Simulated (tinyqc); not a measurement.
# True capacitance, leakage and series resistance from two frequencies

Problem. A capacitance C in parallel with G and in series with Rs is measured as Cp and D = Gp/(w Cp) at two frequencies. The series reading Cs = Cp (1 + D^2) equals C + G^2/(w^2 C), and Re Z = D/(w Cp (1 + D^2)) = Rs + G/(G^2 + w^2 C^2). Find C, G and Rs.

f (Hz): 1e6  1e7
Cp (pF): 28.8483234  26.8795228
D: 0.0289102064  0.272285368

Solution. w^2 Cs = w^2 C + G^2/C is a straight line in w^2 with slope C; the intercept gives G, and the real part then gives Rs.

C = 28.87 pF
G = 0.3081 uS
Rs = 150.0 ohm

Computed by the program tinyqc: `OMP_NUM_THREADS=1 python tinyqc.py 2022139 2022140 out.jsonl`, one thread of a shared Intel Xeon 2.30GHz, about 0.01 s for the whole run.
